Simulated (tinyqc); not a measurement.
What moves the results: defect-molecule model of a vacancy with Jahn-Teller distortion. A value that a table varies takes the place of the one given here.

Four dangling hybrids a, b, c, d point into the vacancy: H_ii = E0, and -gm between any two. A tetragonal distortion Q pairs a with b and c with d: those two couplings become -gm - I Q and the other four -gm + I Q/2, at an elastic cost k Q^2/2. The a1 level holds two electrons; charge states 2+, + and 0 put n = 0, 1, 2 more into the lowest level of t2 origin. Energy from the 2+ state at Q = 0, with the Fermi level mu counted from Ev: W_n(Q) = n (et - 2 I Q) + k Q^2/2 + Uc n (n - 1)/2 - n mu. et = E0 + gm is the undistorted t2 level.

Constants: kB = 8.617333262e-05 eV/K.

Values chosen for the exercise (of the size used for the vacancy in silicon; not measured data):
```
symbol  value  unit           meaning
E0      0.09   eV             level of a dangling hybrid, from Ev
gm      0.28   eV             coupling between two dangling hybrids
I       1.12   eV/angstrom    Jahn-Teller coupling
k       16.4   eV/angstrom^2  force constant of the mode
Uc      0.25   eV             repulsion of two electrons in one orbital
T       300    K              temperature
mu1     0.07   eV             first Fermi level
```

## Occupation against the Fermi level

Weights g_n exp(-W_n/kT) with W_n = n et - n^2 E_JT + Uc n (n - 1)/2 - n mu, E_JT = 2 I^2/k, degeneracies 1, 6 (spin and three axes) and 3; mu = mu1 + 0.03 j eV.

Shares:
```
mu (eV),2+,+,0,mean charge
0.07,0.9798,0.0199,0.0003,1.9795
0.10,0.9364,0.0608,0.0029,1.9335
0.13,0.8076,0.1673,0.0251,1.7825
0.16,0.5056,0.3342,0.1603,1.3453
0.19,0.1578,0.3328,0.5094,0.6483
0.22,0.0246,0.1657,0.8097,0.2150
0.25,0.0028,0.0601,0.9371,0.0657
0.28,0.0003,0.0197,0.9800,0.0203
0.31,0.0000,0.0063,0.9937,0.0063
```

U_eff = Uc - 2 E_JT = -0.056 eV and kT = 25.9 meV. The + state reaches at most 33.4 % on these rows, at mu = 0.16 eV. The mean charge goes from 1.98 to 0.01.

## When U turns negative

The force constant is varied. E_JT = 2 I^2/k, E(2+/+) = et - E_JT, E(+/0) = et - 3 E_JT + Uc, U_eff = Uc - 2 E_JT.

Against k:
```
k (eV/angstrom^2),E_JT (eV),(2+/+) (eV),(+/0) (eV),U_eff (eV),Q of the neutral state (angstrom)
8,0.3136,0.0564,-0.3208,-0.3772,0.5600
12,0.2091,0.1609,-0.0072,-0.1681,0.3733
16,0.1568,0.2132,0.1496,-0.0636,0.2800
24,0.1045,0.2655,0.3064,0.0409,0.1867
32,0.0784,0.2916,0.3848,0.0932,0.1400
48,0.0523,0.3177,0.4632,0.1455,0.0933
64,0.0392,0.3308,0.5024,0.1716,0.0700
96,0.0261,0.3439,0.5416,0.1977,0.0467
```

k at which U_eff = 0 = 20.07 eV/angstrom^2

Levels below 0 lie in the valence band. U_eff is negative for k below 4 I^2/Uc = 20.1: 3 of the 8 rows. The gain grows as n^2, so the second electron wins 3 E_JT where the first wins E_JT. For a stiff lattice the levels tend to et = 0.370 and et + Uc = 0.620 eV. Distortions above about 0.5 angstrom (1 of the rows) are beyond a linear coupling.

## What each parameter does

E_JT = 2 I^2/k, E(2+/+) = et - E_JT, E(+/0) = et - 3 E_JT + Uc, U_eff = E(+/0) - E(2+/+); a1 level E0 - 3 gm. Each row changes one parameter from the base and keeps the others.

Results:
```
case,(2+/+) (eV),(+/0) (eV),U_eff (eV),a1 (eV)
base,0.2170,0.1611,-0.0560,-0.7500
E0 = 0.14 eV,0.2670,0.2111,-0.0560,-0.7000
gm = 0.32 eV,0.2570,0.2011,-0.0560,-0.8700
I = 1.232 eV/angstrom,0.1849,0.0647,-0.1202,-0.7500
k = 18.04 eV/angstrom^2,0.2309,0.2028,-0.0281,-0.7500
Uc = 0.31 eV,0.2170,0.2211,0.0040,-0.7500
```

The largest shifts from the base row, up to three for each result and ties (the steps differ in size, so this ranks the rows, not the parameters). (2+/+) (eV): E0 +0.0500, gm +0.0400, I -0.0321; unchanged at the printed digits by Uc. (+/0) (eV): I -0.0964, Uc +0.0600, E0 +0.0500. U_eff (eV): I -0.0642, Uc +0.0600, k +0.0278; unchanged at the printed digits by E0 and gm. a1 (eV): gm -0.1200, E0 +0.0500; unchanged at the printed digits by I, k and Uc. E0 and gm move both levels alike, so U_eff depends on I, k and Uc alone.

Program tinyqc; command `OMP_NUM_THREADS=1 python tinyqc.py 1450057 1450058 out.jsonl`; about 0.01 s on one thread of a shared Intel(R) Xeon(R) Processor @ 2.30GHz.
